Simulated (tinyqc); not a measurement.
Valley-orbit splitting of a donor ground state, with strain: one step, computed by the program tinyqc. Command: `OMP_NUM_THREADS=1 python tinyqc.py 3018312 3018313 out.jsonl valleyorbit walk`. One thread of a shared host (Intel(R) Xeon(R) Processor @ 2.30GHz), about 0.01 s of CPU time with the checks.

The basis is the 1s envelope in each valley; energies are counted from the unstrained conduction-band edge. The strain is e_s (a a^T - 1/3) for the unit stress axis a, so valley j along n_j moves by Xi_u e_s w_j with w_j = (n_j.a)^2 - 1/3: +1/6 for x and y, -1/3 for z. The splitting at the zone boundary that a [110] shear adds for <100> valleys is left out.

Task: Levels without strain. By symmetry: E(A1) = E_0 + Lambda + 4 Delta_1 + Delta_2 (one state), E(T2) = E_0 + Lambda - Delta_2 (three), E(E) = E_0 + Lambda - 2 Delta_1 + Delta_2 (two), as binding energies.

Inputs (values chosen for the exercise, modelled on donors in silicon): single-valley binding energy E_0 = 32.3 meV; central-cell shift Lambda = 3.46 meV; coupling Delta_1 = 3.77 meV; coupling Delta_2 = 2.89 meV.

Valleys: six along <100>. Stress axis: [110].

Give: E(A1); E(T2); E(E).

Result:

E(A1) = 53.73 meV

E(T2) = 32.87 meV

E(E) = 31.11 meV

Only A1 has all valley amplitudes in phase, so only it has weight at the nucleus. Of the upper states T2 is bound more strongly, because Delta_1 is larger than Delta_2.
